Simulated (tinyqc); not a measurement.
Worked calculation: Luttinger-Kohn k.p, four valence bands. One step of it, computed by the program tinyqc.

Task: Levels at k. Diagonalise the Hermitian matrix.

H(k) at k (eV), order 3/2, 1/2, -1/2, -3/2:
$$\begin{pmatrix}
0.081801 & -0.015078-0.033925i & 0.010157-0.015508i & 0.000000 \\
-0.015078+0.033925i & 0.091928 & 0.000000 & 0.010157-0.015508i \\
0.010157+0.015508i & 0.000000 & 0.091928 & 0.015078+0.033925i \\
0.000000 & 0.010157+0.015508i & 0.015078-0.033925i & 0.081801
\end{pmatrix}$$

Give: eigenvalues.

Result:

eigenvalues (eV): [0.045, 0.045, 0.129, 0.129]
